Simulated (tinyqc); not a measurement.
# One-sided p+-n junction, ionisation integral and breakdown: what changes with what

A p+ layer at x < 0 and an n drift layer from x = 0. Depletion approximation, built-in voltage neglected. Local ionisation coefficients alpha_n = an exp(-(bn/E)^mx), alpha_p = ap exp(-(bp/E)^mx). Electrons move towards +x, holes towards x = 0.

Values chosen for this exercise; material values close to those of gallium nitride: relative permittivity eps_r = 9.4; prefactor of the electron ionisation coefficient an = 2.81e8 1/cm; field constant for electrons bn = 3.58e7 V/cm; prefactor of the hole ionisation coefficient ap = 1.34e8 1/cm; field constant for holes bp = 1.98e7 V/cm; exponent mx = 1; electron mobility of the drift layer mu = 967 cm^2/(V s); donor density of the drift layer N = 1.6e16 cm^-3.

Constants: q = 1.602176634e-19 C, eps0 = 8.8541878128e-14 F/cm where lengths are in cm. Results are converted to the units shown.

Each table varies one quantity; the others keep the values above.

## Multiplication against voltage

W = sqrt(2 eps0 eps_r V/(q N)), peak field E0 = q N W/(eps0 eps_r), falling linearly to 0 at W. G(x) = integral from 0 to x of (alpha_n - alpha_p); I_n = integral of alpha_n exp(-G) (electrons injected at x = 0), I_p = integral of alpha_p exp(G(end) - G) (holes injected at the far edge); M = 1/(1 - I). Integrals on a fine grid; BV is where I_n = 1. Here BV = 1127.86 V; the Miller exponent is n = ln(1 - 1/M)/ln(V/BV).

Results:
```
V (V)	E0 (kV/cm)	I_n	I_p	M_n	M_p	Miller n, electrons	Miller n, holes
451	1.67e3	3.10e-6	0.0359	1.00	1.04	13.8	3.63
677	2.04e3	2.80e-4	0.377	1.00	1.61	16.0	1.91
790	2.21e3	0.00157	0.675	1.00	3.07	18.1	1.11
902	2.36e3	0.00878	0.896	1.01	9.58	21.2	0.493
970	2.44e3	0.0282	0.962	1.03	26.4	23.7	0.256
1040	2.53e3	0.114	0.991	1.13	108	26.7	0.115
1080	2.58e3	0.288	0.997	1.40	331	28.7	0.0698
1110	2.61e3	0.616	0.999	2.60	1.30e3	30.3	0.0483
```

Estimate the missing row, V = 564 V.

Computed row:
```
V (V)	E0 (kV/cm)	I_n	I_p	M_n	M_p	Miller n, electrons	Miller n, holes
564	1.86e3	3.89e-5	0.146	1.00	1.17	14.7	2.77
```

With this row back in the table: M_n rises from 1.000 to 2.60 and M_p from 1.037 to 1300; both diverge at BV. The Miller exponent for electrons rises from 13.8 to 30.3 and that for holes falls from 3.63 to 0.0483, so one exponent describes neither over the whole range. The larger multiplication belongs to holes, whose coefficient at the peak field of the last row is 217 times the other.

## Effect of the drift doping

Same model as above.

Specific on-resistance Ron = W/(q mu N) with constant mobility and full ionisation.

Effect of the drift doping:
```
N (cm^-3)	BV (V)	E0 at BV (kV/cm)	W at BV (um)	Ron (mohm cm^2)	BV^2/Ron (MW/cm^2)	eps0 eps_r mu E0^3/4 (MW/cm^2)
1.3e15	8.89e3	2.11e3	84.3	41.8	1.89e3	1.89e3
2.6e15	4.99e3	2.23e3	44.6	11.1	2.25e3	2.25e3
4.9e15	2.96e3	2.36e3	25.0	3.30	2.65e3	2.65e3
9.4e15	1.74e3	2.51e3	13.8	0.951	3.17e3	3.17e3
1.8e16	1.03e3	2.67e3	7.69	0.276	3.81e3	3.81e3
3.5e16	602	2.85e3	4.23	0.0780	4.65e3	4.65e3
6.7e16	361	3.05e3	2.36	0.0228	5.71e3	5.71e3
1.3e17	215	3.28e3	1.31	0.00651	7.11e3	7.11e3
```

What does the comparison show, and why?

BV falls from 8890 to 215 V while the critical field rises from 2110 to 3280 kV/cm. BV goes as N^(-0.83) between the first two rows and N^(-0.78) between the last two (a coefficient proportional to E^7 gives -0.75 without punch-through). Ron goes as BV^(2.36) over the table; the last two columns agree since BV = E0 W/2 and N = eps0 eps_r E0/(q W).

tinyqc, about 0.07 s, one thread, Intel Xeon 2.30GHz (shared host): `OMP_NUM_THREADS=1 python tinyqc.py 2120124 2120125 out.jsonl`
